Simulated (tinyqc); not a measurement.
Approximations to the ground state: Holstein polaron on two sites. Computed by tinyqc, a small Python program. Command: `OMP_NUM_THREADS=1 python tinyqc.py 3006968 3006969 out.jsonl holstein walk`. One thread of a shared host (Intel(R) Xeon(R) Processor @ 2.30GHz), about 0.01 s of CPU time with the checks.

One electron on sites 1 and 2: H = -t (c1+ c2 + c2+ c1) + hbar omega sum_i b_i+ b_i - g hbar omega sum_i n_i (b_i + b_i+). The symmetric phonon shifts the energy by -g^2 hbar omega/2 and drops out; with b = (b_1 - b_2)/sqrt(2) there remains H = -t sigma_x + hbar omega b+ b - (g hbar omega/sqrt(2)) sigma_z (b + b+). Parity splits it into blocks p = +1 and -1 over phonon numbers n. Zero-point energies are left out. Weights Z refer to mode b alone; the displaced symmetric mode multiplies the full zero-phonon weight by exp(-g^2/2).

Inputs (values chosen for the exercise, for a model dimer): hopping t = 20 meV; phonon energy hbar omega = 119 meV; coupling g = 1.44.

Method:
- Polaron binding energy E_p = g^2 hbar omega; ratio E_p/t (the adiabatic potential has two wells when it exceeds 1); adiabaticity hbar omega/t.
- Block p: H_nn = n hbar omega - p t (-1)^n - g^2 hbar omega/2, H_(n,n+1) = -(g hbar omega/sqrt(2)) sqrt(n + 1).
- Use 60 levels in both blocks; Z = c_0^2 is the weight of n = 0 in the ground state c; the splitting is the lowest odd level less the lowest even one, which without coupling is the smaller of 2t and hbar omega; <sigma_x> = sum (-1)^n c_n^2 measures the kinetic energy.
- Second order: E = -t - E_p/2 - (E_p/2) hbar omega/(hbar omega + 2t). Lang-Firsov: E = -E_p - t exp(-g^2). Variable displacement: E(x) = -E_p/2 - t exp(-g^2 x^2) - (E_p/2)(2x - x^2), minimised over 0 <= x <= 1. Adiabatic, classical lattice: E = -E_p/2 - t for E_p < t, else -E_p - t^2/(2 E_p); it leaves out the change of zero-point energy.

E_p = 246.7584 meV

E_p/t = 12.33792

ground-state energy = -250.328 meV

hbar omega/t = 5.95

splitting/(2t) = 0.126129

Ground-state energy (meV):
```
method                       E  E - exact
second order in g      -235.72     14.609
Lang-Firsov            -249.27      1.055
variable displacement  -249.53      0.800
adiabatic, classical   -247.57      2.759
```

best displacement x = 0.951

Closest here is variable displacement (+0.80 meV), furthest second order in g (+14.61 meV), at hbar omega/t = 5.95 and E_p/t = 12.34. Lang-Firsov and variable displacement are variational and lie above the exact value. The Lang-Firsov narrowing exp(-g^2) = 0.126 compares with the exact splitting ratio 0.126.

Extremes, crossings and ranges named in words are read from the listed rows.
